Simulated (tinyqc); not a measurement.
# Resistance of a source-drain extension with a graded tip: what changes with what

y runs along the channel, the gate covers y > 0. The doping is N0 for y < y0 and N0 10^(-(y - y0)/la) beyond, uniform over the depth xj. Sheet conductance s(y) = q mu(N) max(N - Nch, 0) xj + (for y > 0) ma Cox Vo, with mu(N) = u0 + (u1 - u0)/(1 + (N/Nr)^au) and Cox = eps0 eox/tox. Current is taken as one-dimensional; depletion of the tip, spreading and the contact are left out. The metallurgical junction lies at yj, where N = Nch.

Parameters, values chosen for the exercise; mobility law close to that of electrons in silicon: relative permittivity of the gate insulator (close to silicon nitride) eox = 7.71; insulator thickness tox = 4.3 nm; active doping of the extension far from the gate N0 = 2.9e20 cm^-3; lateral abruptness la = 2 nm/decade; position under the gate where the fall begins (gate edge at 0) y0 = 1.8 nm; depth of the extension xj = 25 nm; channel doping Nch = 4.3e17 cm^-3; spacer length Ls = 20 nm; gate overdrive Vo = 0.75 V; mobility of the gate-induced layer ma = 110 cm^2/(V s); mobility at low doping u1 = 1414 cm^2/(V s); mobility at high doping u0 = 68.5 cm^2/(V s); reference doping Nr = 9.2e16 cm^-3; exponent au = 0.711; gate length Lg = 30 nm.

Constants: q = 1.602176634e-19 C, eps0 = 8.8541878128e-14 F/cm where lengths are in cm. Results are converted to the units shown.

Each table varies one quantity; the others keep the values above.

## Abruptness at a fixed junction position

R_spacer = integral of dy/s from -Ls to 0, R_ov from 0 to yj, R_channel = (Lg - 2 yj)/(ma Cox Vo), R_total = 2 R_spacer + 2 R_ov + R_channel. Electrical length L_eff = ma Cox dR_total/d(1/Vo); R_series = R_total - L_eff/(ma Cox Vo). y0 is moved with la so that yj stays at 7.4579 nm.

The same in every row: yj (nm) = 7.458; R_channel (ohm um) = 115.2.

Results:
```
la (nm/decade)  R_spacer (ohm um)  R_ov (ohm um)  R_total (ohm um)  L_eff (nm)  R_series (ohm um)
1                           2.367          7.059             134.0       16.01              11.75
3.1                         2.467          19.96             160.0       17.96              22.91
4.1                         3.605          25.12             172.6       18.86              28.61
5.2                         6.590          29.44             187.2       19.77              36.28
6.2                         10.80          32.42             201.6       20.50              45.10
7.3                         16.83          34.97             218.8       21.19              56.97
8.3                         23.39          36.83             235.6       21.74              69.62
```

Estimate the missing row, la = 2 nm/decade.

Computed row:
```
la (nm/decade)  R_spacer (ohm um)  R_ov (ohm um)  R_total (ohm um)  L_eff (nm)  R_series (ohm um)
2                           2.367          13.25             146.4       16.94              17.05
```

With this row back in the table: As la goes from 1 to 8.3 nm/decade, R_total rises from 134 to 236 ohm um, R_spacer rises from 2.37 to 23.4 ohm um and R_ov rises from 7.06 to 36.8 ohm um. R_total changes on average by 13.9 ohm um for each nm/decade. L_eff exceeds the metallurgical length by 0.930 nm in the first row and 6.66 nm in the last, since the gate also controls the lightly doped tips.

## Effect of the active doping of the extension far from the gate

Same model as above.

Results:
```
N0 (cm^-3)  yj (nm)  R_spacer (ohm um)  R_ov (ohm um)  R_channel (ohm um)  R_total (ohm um)  L_eff (nm)  R_series (ohm um)
2e19          5.135              26.25          13.97               150.6             231.1       21.64              65.86
3.1e19        5.516              18.22          13.78               144.8             208.8       20.85              49.62
4.7e19        5.877              12.72          13.63               139.3             192.0       20.12              38.41
7.2e19        6.248              8.700          13.49               133.6             178.0       19.37              30.16
1.7e20        6.994              3.933          13.31               122.3             156.7       17.87              20.31
2.6e20        7.363              2.627          13.26               116.6             148.4       17.13              17.60
4e20          7.737              1.736          13.22               110.9             140.8       16.38              15.74
```

Estimate the missing row, N0 = 1.1e20 cm^-3.

Computed row:
```
N0 (cm^-3)  yj (nm)  R_spacer (ohm um)  R_ov (ohm um)  R_channel (ohm um)  R_total (ohm um)  L_eff (nm)  R_series (ohm um)
1.1e20        6.616              5.905          13.39               128.0             166.6       18.63              24.39
```

With this row back in the table: As N0 goes from 2e19 to 4e20, R_total falls from 231 to 141 ohm um, L_eff falls from 21.6 to 16.4 nm and R_series falls from 65.9 to 15.7 ohm um.

Computed by the program tinyqc: `OMP_NUM_THREADS=1 python tinyqc.py 2282160 2282161 out.jsonl`, one thread of a shared Intel Xeon 2.30GHz, about 0.03 s for the whole run.
